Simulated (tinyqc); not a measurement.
# Disorder broadening of a one-dimensional band in the self-consistent Born approximation: what changes with what

The local Green function is G = g0(z - Sigma) with z = E + i eta and g0(z) = 1/(sqrt(z - 2t) sqrt(z + 2t)), principal roots; the self-energy is Sigma = D G. The density of states is -Im G/pi.

Inputs (values chosen for the exercise):
- t = 1 eV (hopping)
- D = 0.83 eV^2 (variance of the random site energy)
- eta = 0.01 eV (bare broadening)
- E = 2.112 eV (energy from the band centre)

Each table varies one quantity; the others keep the values above.

## Density of states across the band

Sigma is iterated to self-consistency (retarded branch, Im Sigma < 0); first Born means Sigma = D g0(z) put once into G = g0(z - Sigma); clean means Sigma = 0.

Density of states across the band:

| E (eV) | Re Sigma (eV) | Im Sigma (eV) | DOS, self-consistent (1/eV) | DOS, first Born (1/eV) | DOS, clean (1/eV) |
|---|---|---|---|---|---|
| 0 | 0 | -0.4063 | 0.1558 | 0.1557 | 0.1592 |
| 0.366 | 0.01499 | -0.4114 | 0.1578 | 0.1578 | 0.1619 |
| 0.732 | 0.03486 | -0.4269 | 0.1637 | 0.1641 | 0.1710 |
| 1.099 | 0.06710 | -0.4526 | 0.1736 | 0.1739 | 0.1905 |
| 1.465 | 0.1225 | -0.4828 | 0.1852 | 0.1767 | 0.2338 |
| 1.831 | 0.2100 | -0.5017 | 0.1924 | 0.1322 | 0.3951 |
| 2.197 | 0.3277 | -0.4864 | 0.1865 | 0.2075 | 0.009287 |
| 2.563 | 0.4660 | -0.4116 | 0.1579 | 0.1181 | 0.001981 |
| 2.929 | 0.6122 | -0.2045 | 0.07843 | 0.002620 | 9.514e-4 |
| 3.296 | 0.3949 | -0.003503 | 0.001343 | 0.001015 | 5.834e-4 |
| 3.662 | 0.3083 | -0.001664 | 6.382e-4 | 5.807e-4 | 4.038e-4 |

The self-consistent density of states goes from 0.156 through a maximum of 0.192 (at E = 1.831 eV among the rows listed) to 6.38e-4 1/eV. The clean band ends at 2t = 2.00 eV; at E = 2.197 eV, beyond it, the self-consistent value is 0.187 against 0.00929 clean: disorder widens the band. By ratio, first Born differs most at E = 2.929 eV, where it is 0.033 times the self-consistent value.

## Effect of the mixing

G = g0(z - Sigma), Sigma(out) = D G, Sigma(new) = Sigma + mix (Sigma(out) - Sigma). Iterations from Sigma = 0 until |Sigma(out) - Sigma| < 1e-10 eV, at most 500. The factor is |1 - mix + mix L|, L = d Sigma(out)/d Sigma at the solution.

Effect of the mixing:

| mix | iterations | factor |
|---|---|---|
| 0.1 | 138 | 0.8504 |
| 0.2 | 65 | 0.7013 |
| 0.3 | 40 | 0.5531 |
| 0.5 | 20 | 0.2653 |
| 0.7 | 14 | 0.1282 |
| 0.85 | 22 | 0.3086 |
| 1 | 38 | 0.5255 |

What does the comparison show?

L = -0.497-0.170i. The fewest iterations, 14, come at mix = 0.7; the smallest factor, 0.128, is at mix = 0.7. As a function of mix the factor has its minimum at Re(1 - L)/|1 - L|^2 = 0.659, below 1, so damping helps.

Range of the model: The self-consistent Born approximation misses band tails from rare fluctuations and localisation.

Computed by the program tinyqc: `OMP_NUM_THREADS=1 python tinyqc.py 2720025 2720026 out.jsonl`, one thread of a shared Intel Xeon 2.30GHz, about 0.01 s for the whole run.
